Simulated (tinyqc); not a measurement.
Hall factor, magnetoresistance and optical conductivity for a power-law relaxation time: one step, computed by the program tinyqc.

One spherical parabolic band, tau(E) = tau_0 x^s with x = E/(k_B T). Landau quantisation is left out.

Question. Response at frequency f. <y> = int y x^(3/2) f (1 - f) dx / int x^(3/2) f (1 - f) dx, f = 1/(1 + exp(x - eta)). Integrals over x = E/(k_B T) use 160 Gauss-Legendre points in u = sqrt(x) from 0 to sqrt(max(eta, 0) + 45). sigma(w) = (n e^2/m) <tau/(1 - i w tau)>, w = 2 pi f; eps = eps_inf + i sigma/(eps_0 w); N = sqrt(eps); absorption coefficient 2 w Im N/c; reflectivity |(N - 1)/(N + 1)|^2; plasma frequency sqrt(n e^2/(eps_inf eps_0 m))/(2 pi).

Inputs (values chosen for the exercise, with a mass close to that of electrons in germanium):
```
quantity,value,unit
effective mass m,0.12,m_0
exponent s,-0.25,-
tau_0,300,fs
reduced Fermi level eta,-8,-
temperature T,150,K
frequency f,0.76,THz
background permittivity eps_inf,12.3,-
```

density n = 1.237062e+14 1/cm^3

Constants: e = 1.602176634e-19 C; m_0 = 9.1093837015e-31 kg; eps_0 = 8.8541878128e-12 F/m; c = 299792458 m/s.

Give: sigma(w); permittivity; refractive index; absorption coefficient; reflectivity; plasma frequency.

Answer.

sigma(w) = 0.02951+0.03576i S/cm

permittivity = 12.22+0.07i

refractive index = 3.495+0.010i

absorption coefficient = 3.181 1/cm

reflectivity = 0.3081

plasma frequency = 0.08220 THz
